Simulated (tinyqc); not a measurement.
Bias dependence of the times: oxide trap near a transistor channel: two-state multiphonon kinetics, telegraph noise and bias instability. Computed by tinyqc, a small Python program. Command: `OMP_NUM_THREADS=1 python tinyqc.py 3031991 3031992 out.jsonl oxidetrap walk`. One thread of a shared host (Intel(R) Xeon(R) Processor @ 2.30GHz), about 0.01 s of CPU time with the checks.

An n-channel device under positive gate bias. The trap is empty (state 1) or holds an electron (state 2); both states are parabolas of equal curvature, and the electron reservoir is taken at the Fermi level of the channel.

Inputs (values chosen for the exercise, with an insulator like SiO2 on silicon):

| quantity | value | unit |
|---|---|---|
| trap depth x from the interface | 1 | nm |
| tunnel barrier phi_b | 2.96 | eV |
| tunnelling mass m_ox | 0.4 | m_0 |
| trap level above E_F at zero field E_t | 0.79 | eV |
| relaxation energy E_R | 1.8 | eV |
| oxide field F | 6 | MV/cm |
| attempt rate k_0 at the interface | 6e+12 | 1/s |
| temperature T | 300 | K |

Parts treated: one trap.

Constants: hbar^2/(2 m_0) = 3.80998212 eV angstrom^2; k_B = 8.617333262e-05 eV/K.

Method. kappa = sqrt(2 m_ox phi_b)/hbar = sqrt(m_ox phi_b/(hbar^2/2m_0)); attenuation length lambda = 1/(2 kappa); factor exp(-x/lambda) for a rectangular barrier. E_21 = E_t - e F x is the energy of state 2 over state 1; barriers E_c = (E_R + E_21)^2/(4 E_R), E_e = E_c - E_21; tau_c = exp(E_c/k_B T)/(k_0 P), tau_e = exp(E_e/k_B T)/(k_0 P), P the tunnelling factor; occupation f_2 = tau_e/(tau_c + tau_e); 1/tau_0 = 1/tau_c + 1/tau_e.

tunnelling factor = 1.43865e-05

Against field:

| F (MV/cm) | E_21 (eV) | tau_c (s) | tau_e (s) | f_2 |
|---|---|---|---|---|
| 0.0 | 0.79 | 5.1932e+07 | 2.7798e-06 | 5.3528e-14 |
| 1.8 | 0.61 | 4.1260e+05 | 2.3334e-05 | 5.6552e-11 |
| 3.6 | 0.43 | 4.6432e+03 | 2.7742e-04 | 5.9747e-08 |
| 4.8 | 0.31 | 2.8292e+02 | 1.7535e-03 | 6.1976e-06 |
| 6.0 | 0.19 | 2.0124e+01 | 1.2938e-02 | 6.4248e-04 |
| 7.2 | 0.07 | 1.6710e+00 | 1.1143e-01 | 6.2519e-02 |
| 9.0 | -0.11 | 5.3436e-02 | 3.7649e+00 | 9.8601e-01 |

ln(tau_c/tau_e) falls by e x/k_B T = 3.868 per MV/cm, which measures the depth x if the change of surface potential with bias is left aside. Over these rows tau_c shortens by 8.99 decades and tau_e lengthens by 6.13; the shares differ because E_21 is not small against E_R. The times cross at F = E_t/(e x) = 7.90 MV/cm.

Extremes, crossings and ranges named in words are read from the listed rows.
